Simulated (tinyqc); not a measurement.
Bandgap voltage reference from two bipolar transistors: one step of the calculation.

Two transistors of area 1 and N carry the same current I. Is(T) = Is (T/T0)^eta exp[(Vg0 q/kB)(1/T0 - 1/T)], VBE1 = Vt ln(I/Is(T)) + I rb, VBE2 = Vt ln(I/(N Is(T))) + I rb/N. The amplifier forces I R1(T) = VBE1 - VBE2 + Vos, with R(T) = R (1 + tc (T - T0)) for both resistors, and the output is Vref = VBE1 + I R2(T). Base currents and the Early effect are neglected.

Problem. Operating point at the reference temperature. Vt = kB T/q; I = (Vt ln N + Vos)/(R1(T) - rb (1 - 1/N)). Evaluate at T = T0.

Parameters, values chosen for the exercise; values of the order met in silicon bipolar transistors: reference temperature T0 = 300 K; band-gap voltage extrapolated to 0 K Vg0 = 1.166 V; temperature exponent of the saturation current eta = 3.2; saturation current of the unit transistor at T0 Is = 3e-17 A; area ratio of the second transistor N = 8; resistor across which the difference of VBE falls, at T0 R1 = 2.6 kohm; temperature coefficient of both resistors tc = -500 ppm/K; offset of the amplifier Vos = 1.2 mV; series resistance of the unit transistor rb = 26 ohm; output resistor at T0 R2 = 23.35 kohm.

Constants: q = 1.602176634e-19 C, kB = 1.380649e-23 J/K. Results are converted to the units shown.

Give: Vt; I; Is(T); VBE1; I R2; Vref.

Solution.

Vt = 0.025852 V
I = 21.324 uA
Is(T) = 3.0000e-17 A
VBE1 = 0.70605 V
I R2 = 0.49792 V
Vref = 1.2040 V

Computed by the program tinyqc: `OMP_NUM_THREADS=1 python tinyqc.py 2062049 2062050 out.jsonl`, one thread of a shared Intel Xeon 2.30GHz, about 0.02 s for the whole run.
